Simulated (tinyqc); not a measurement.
# Band bending at a free surface with a continuum of surface states, surface photovoltage and Kelvin probe, step by step

Numbers from tinyqc (`OMP_NUM_THREADS=1 python tinyqc.py 2430108 2430109 out.jsonl`; about 0.01 s on one thread of a shared Intel Xeon 2.30GHz). Printed values are rounded.

n-type bulk, xi = Ec - EF = Vt ln(Nc/Nd), p0 = ni^2/Nd, ni = sqrt(Nc Nv) exp(-Eg/(2 Vt)), Eg in volts. b is the upward band bending, u = b/Vt. Space charge per area, in units of q: Qc = sign(b) sqrt((2 eps0 eps_r Vt/q) [(Nd + dn)(exp(-u) - 1) + Nd u + (p0 + dn)(exp(u) - 1)]), with dn the excess density under light (flat quasi-Fermi levels; 0 in the dark). The states hold -Ds (E0 - xi - b): negative while the Fermi level lies above the neutrality level. Neutrality: Qc + Qf + (charge of the states) = 0.

Inputs (values chosen for the exercise); band and dielectric values close to those of 4H silicon carbide:

| symbol | value | unit | meaning |
|---|---|---|---|
| T | 300 | K | temperature |
| Eg | 3.22 | eV | band gap |
| eps_r | 9.79 |  | relative permittivity |
| Nc | 1.69e19 | cm^-3 | conduction-band density of states at T |
| Nv | 2.49e19 | cm^-3 | valence-band density of states at T |
| chi | 3.59 | eV | electron affinity |
| Nd | 1.2e16 | cm^-3 | donor density |
| Qf | 0 | cm^-2 | fixed positive charge at the surface |
| pt | 4.97 | eV | work function of the probe tip |
| Ds | 6.4e12 | cm^-2 eV^-1 | density of surface states |
| E0 | 0.54 | eV | depth of their neutrality level below the conduction edge |
| dn | 1.8e12 | cm^-3 | excess carrier density under light |

Constants: q = 1.602176634e-19 C, kB = 1.380649e-23 J/K, Vt = kB T/q, eps0 = 8.8541878128e-14 F/cm where lengths are in cm. Results are converted to the units shown.

## Bulk quantities

xi, ni, p0, the Debye length sqrt(eps0 eps_r Vt/(q Nd)) and the flat-band work function chi + xi.

xi = 0.187431 eV
ni = 1.84176e-8 cm^-3
p0 = 2.82674e-32 cm^-3
Debye length = 34.1403 nm
chi + xi = 3.77743 eV

## Iteration 1: band bending in the dark

b at the start = 0.28 V

Newton step: b(new) = b - (Qc + Qf - Ds (E0 - xi - b))/(dQc/db + Ds), dQc/db = (eps0 eps_r/q) [Nd (1 - exp(-u)) + p0 exp(u)]/Qc.

b after iteration 1 = 0.321848 V

## Iteration 2: band bending in the dark

As before.

b after iteration 2 = 0.321932 V

## Course of the iteration

Stop when b changes by less than 1e-10 V, or after 40 iterations.

Course of the iteration:

| iteration | b (V) | change (V) |
|---|---|---|
| 1 | 0.321848 | 0.0418 |
| 2 | 0.321932 | 8.46e-5 |
| 3 | 0.321932 | 2.97e-10 |
| 4 | 0.321932 | 0 |

Converged in 4 iterations.

## Work function and Kelvin-probe reading

converged b = 0.321932 V

Work function chi + xi + b; contact potential difference CPD = (work function of the sample) - pt. Depth of EF below Ec at the surface: xi + b. Depletion width Qc/Nd.

xi + b = 0.509363 eV
Qc = 1.96074e11 cm^-2
Qc/Nd = 163.395 nm
work function = 4.09936 eV
CPD = -870.637 mV

The Fermi level lies 30.6 meV above the neutrality level.

## Surface photovoltage

Under chopped light the surface charge keeps its dark value, so b falls to bL with Qc(bL, dn) = Qc(b, 0); the photovoltage is b - bL. Qc rises with b, so bL follows by bisection.

bL = 0.252985 V
photovoltage = 68.9467 mV
share of b removed = 21.4165 %
excess holes at the surface, dn exp(bL/Vt) = 3.20067e16 cm^-3
